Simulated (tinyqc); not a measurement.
Hubbard chain of 5 sites, step by step. Computed by tinyqc, a small Python program that keeps every step. Settings: hopping = 0.9, U = 6.8, mixing = 1, iteration cap = 53. Command: `OMP_NUM_THREADS=1 python tinyqc.py 27867 27868 out.jsonl` (the two numbers bound the seeds that draw the settings). One thread of a shared host (Intel(R) Xeon(R) Processor @ 2.60GHz), about 0.3 s of CPU time with the checks. Later iterations appear only in the table of the cycle.

## Mean-field iteration 1

one-body matrix (hopping and site energies) (eV), order 1, 2, 3, 4, 5:
$$\begin{pmatrix}
-0.85000 & -0.90000 & 0.00000 & 0.00000 & 0.00000 \\
-0.90000 & 0.29000 & -0.90000 & 0.00000 & 0.00000 \\
0.00000 & -0.90000 & -0.80000 & -0.90000 & 0.00000 \\
0.00000 & 0.00000 & -0.90000 & -0.87000 & -0.90000 \\
0.00000 & 0.00000 & 0.00000 & -0.90000 & -0.60000
\end{pmatrix}$$

U = 6.80000 eV

electrons, up and down: [3, 2]

mixing = 1

n(up) at the start (a guess, not normalised): 1 1.00000, 2 0.15000, 3 1.00000, 4 0.15000, 5 1.00000

n(down) at the start (a guess): 1 0.00000, 2 0.85000, 3 0.00000, 4 0.85000, 5 0.00000

H(up) = T + U n(down), H(down) = T + U n(up); fill the lowest levels; n(new) = n + mixing (n(out) - n); E = tr T (rho up + rho down) + U sum n_up n_down of the output.

levels, up (eV): [-1.15378, -0.91292, -0.68185, 5.17031, 6.30824]

levels, down (eV): [-0.12525, 1.00635, 6.00355, 6.25590, 6.46945]

energy = -3.77333 eV

n(up) after iteration 1: 1 0.98459, 2 0.03016, 3 0.96469, 4 0.04376, 5 0.97680

n(down) after iteration 1: 1 0.03104, 2 0.94063, 3 0.04764, 4 0.96106, 5 0.01963

## Mean-field iteration 2

As before.

levels, up (eV): [-0.86278, -0.68797, -0.49776, 5.90371, 6.91479]

levels, down (eV): [-0.82735, 0.22442, 5.84128, 6.08078, 6.25087]

energy = -3.78175 eV

n(up) after iteration 2: 1 0.98613, 2 0.02762, 3 0.96804, 4 0.03737, 5 0.98084

n(down) after iteration 2: 1 0.02432, 2 0.95209, 3 0.04057, 4 0.96632, 5 0.01670

## Convergence

Each step fills the lowest levels of T + U n(other spin) and sets n(new) = n + mixing (n(out) - n); stop when output and input agree to 1e-8.

Course of the cycle:
```
iteration      E (eV)  largest |n(out) - n(in)|  mean |n_up - n_down|
1          -3.7733259                  1.20e-01               0.93111
2          -3.7817481                  1.15e-02               0.94137
3          -3.7818674                  8.38e-04               0.94244
4          -3.7818690                  1.48e-04               0.94257
5          -3.7818691                  1.30e-05               0.94259
6          -3.7818691                  1.98e-06               0.94259
7          -3.7818691                  1.87e-07               0.94259
8          -3.7818691                  2.73e-08               0.94259
9          -3.7818691                  2.66e-09               0.94259
```

local moments n_up - n_down: 1 0.96253, 2 -0.92602, 3 0.92911, 4 -0.93046, 5 0.96483

Converged in 9 iterations. Before convergence this energy mixes input and output and is not variational, so it may rise towards its limit.

## Exact diagonalisation (100 states)

Lowest levels of the sector, and the double occupancy of the lowest state.

lowest levels (eV): [-4.15420, -3.83349, -3.64926, -3.59156, -3.42752, -3.20509]

double occupancy per site = 0.03510

The mean-field solution above lies 0.3723 eV above the exact energy.

## The lowest level by Lanczos steps

From a random start vector (not printed): a_j = <q_j|H|q_j>, b_j = norm of the remainder after orthogonalising; the Ritz value is the lowest eigenvalue of the tridiagonal matrix of a and b so far.

Lanczos:
```
j   a_j (eV)  b_j (eV)  lowest Ritz value (eV)
1    3.53345   4.74332               3.5334487
2    4.61465   5.66128              -0.6999812
3    3.25150   3.66975              -3.4223179
4    6.33991   4.51783              -3.9014446
5    6.85603   3.91656              -4.0133466
6    2.34974   5.02982              -4.0532873
7    4.85803   4.02661              -4.1085689
8    7.08133   3.88803              -4.1397040
9    7.42063   4.53621              -4.1463540
10   3.60094   4.69203              -4.1489058
```
